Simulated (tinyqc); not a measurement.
Comparisons within one model: valence-band anticrossing with a localised impurity level. A value that a table varies takes the place of the one given here.

Host valence band EM(k) = al x - c k^2/mM, c = hbar^2/2m0, coupled to a flat level EI by V = C sqrt(x): H = [[EM, V], [V, EI]], E+/- = (EM + EI)/2 +/- sqrt((EM - EI)^2/4 + V^2). The host weight of a state at E is f = 1/(1 + V^2/(E - EI)^2), and its mass at k = 0 is mM/f. The gap is Eg - E+(0), the conduction edge staying at Eg.

Constants: hbar^2/2m0 = 3.80998211 eV angstrom^2.

Inputs chosen for the exercise (host near InP; shifted at random, so the results belong to these values and not to a real crystal): Eg = 1.42 eV (gap at Gamma to the s-like level); mM = 0.43 m0 (mass of the host band); EI = -0.105 eV (impurity level, from the valence top of the host); C = 1.34 eV (coupling); al = 0.17 eV (linear shift of the host edge); x = 0.0023 (impurity fraction).

## Impurity fraction

The last column is the bowing that a quadratic law would need at that x, (Eg - gap)/(x (1 - x)), with equal end gaps.

Results:
```
x (%)  E- (eV)  E+ (eV)  gap (eV)  host weight of E+  mass of E+  bowing (eV)
0.1    -0.1199   0.0151    1.4049              0.889      0.4835         15.1
0.2    -0.1321   0.0275    1.3925              0.830      0.5180         13.8
0.5    -0.1606   0.0565    1.3635              0.744      0.5781         11.3
1.0    -0.1959   0.0926    1.3274              0.685      0.6278          9.4
2.0    -0.2479   0.1463    1.2737              0.637      0.6745          7.5
3.0    -0.2885   0.1886    1.2314              0.615      0.6987          6.5
5.0    -0.3532   0.2567    1.1633              0.593      0.7251          5.4
8.0    -0.4293   0.3379    1.0821              0.577      0.7449          4.6
```

The apparent bowing falls from 15.1 to 4.6 eV, so no single constant describes the gap: the part from the coupling goes as x while V is small against |EM - EI| and as sqrt(x) beyond (V = |EI| near x = 0.61 %), with the linear term al x on top; the fall of the gap goes as the power 0.86 of x between the first two rows and 0.58 between the last two. The mass of E+ goes from 0.4835 to 0.7449, higher although the gap falls; with al = 0 the weight tends to 1/2 at large x.

## What each parameter does

At k = 0. Each row changes one parameter from the base and keeps the others.

Results:
```
case            E- (eV)  E+ (eV)  gap (eV)  mass (m0)
base            -0.1354   0.0308    1.3892     0.5263
EI = -0.055 eV  -0.0973   0.0427    1.3773     0.6161
al = 0.67 eV    -0.1352   0.0317    1.3883     0.5250
Eg = 1.47 eV    -0.1354   0.0308    1.4392     0.5263
C = 1.139 eV    -0.1282   0.0236    1.3964     0.5076
x = 0.00195     -0.1315   0.0269    1.3931     0.5166
mM = 0.3655 m0  -0.1354   0.0308    1.3892     0.4473
```

The largest shifts from the base row, up to three for each result and ties (the steps differ in size, so this ranks the rows, not the parameters). E- (eV): EI +0.0381, C +0.0072, x +0.0039; unchanged at the printed digits by Eg and mM. E+ (eV): EI +0.0119, C -0.0072, x -0.0039; unchanged at the printed digits by Eg and mM. gap (eV): Eg +0.0500, EI -0.0119, C +0.0072; unchanged at the printed digits by mM. mass (m0): EI +0.0899, mM -0.0789, C -0.0187; unchanged at the printed digits by Eg.

Program tinyqc; command `OMP_NUM_THREADS=1 python tinyqc.py 1051370 1051371 out.jsonl`; about 0.01 s on one thread of a shared Intel(R) Xeon(R) Processor @ 2.30GHz.
